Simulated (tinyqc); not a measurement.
Worked calculation: lattice vibrations of a chain. Computed by tinyqc, a small Python program that keeps every step. Command: `OMP_NUM_THREADS=1 python tinyqc.py 22572 22573 out.jsonl` (the two numbers bound the seeds that draw the settings). One thread of a shared host (Intel(R) Xeon(R) Processor @ 2.60GHz), about 0.01 s of CPU time with the checks.

## Dynamical matrix at q = 0.3

A chain moving along its axis:

| atom | mass (u) | spring to the next atom (eV/angstrom^2) |
|---|---|---|
| 1 | 92.600000 | 27.000000 |
| 2 | 19.400000 | 11.000000 |
| 3 | 73.800000 | 6.400000 |

q is in units of 2 pi/a. A spring k from atom i to atom j, n cells on, adds k to Phi_ii and Phi_jj, -k exp(2 pi i q n) to Phi_ij and the conjugate to Phi_ji (for one atom a cell: 2k (1 - cos 2 pi q n)); D_ij = Phi_ij / sqrt(m_i m_j).

D(q) (eV/(angstrom^2 u)):
```
                    1          2                   3
1            0.360691  -0.637026  0.023924+0.073630i
2           -0.637026   1.958763           -0.290712
3  0.023924-0.073630i  -0.290712            0.235772
```

## Frequencies

omega^2 are the eigenvalues; wavenumber = 521.4708 sqrt(eigenvalue) 1/cm.

eigenvalues: 0.062403  0.270686  2.222137

wavenumbers (1/cm): 130.3  271.3  777.3

weights |e|^2 of the mass-weighted modes:
```
          mode 1    mode 2    mode 3
atom 1  0.542991  0.352933  0.104077
atom 2  0.101638  0.022478  0.875885
atom 3  0.355372  0.624590  0.020038
```

## Dispersion and heat capacity

C/k_B per atom = mean over q = (j + 1/2)/80, j = 0..39 and all branches of y^2 e^y/(e^y - 1)^2, y = hc wavenumber / k_B T.

Wavenumbers (1/cm):

| q | branch 1 | branch 2 | branch 3 |
|---|---|---|---|
| 0.000000 | 0.000000 | 304.993056 | 775.774850 |
| 0.062500 | 28.138825 | 303.456272 | 775.867179 |
| 0.125000 | 56.021646 | 298.884453 | 776.129526 |
| 0.187500 | 83.379144 | 291.395145 | 776.520554 |
| 0.250000 | 109.905666 | 281.196020 | 776.979360 |
| 0.312500 | 135.201603 | 268.629603 | 777.435557 |
| 0.375000 | 158.582866 | 254.351058 | 777.820285 |
| 0.437500 | 178.245567 | 240.152287 | 778.076332 |
| 0.500000 | 187.606131 | 232.613236 | 778.166052 |

Heat capacity:

| T (K) | C/k_B per atom |
|---|---|
| 20 | 0.068261 |
| 50 | 0.180136 |
| 100 | 0.371915 |
| 200 | 0.595332 |
| 300 | 0.729846 |
| 600 | 0.903985 |
| 1200 | 0.973283 |

zero-point energy per atom = 23.940164 meV
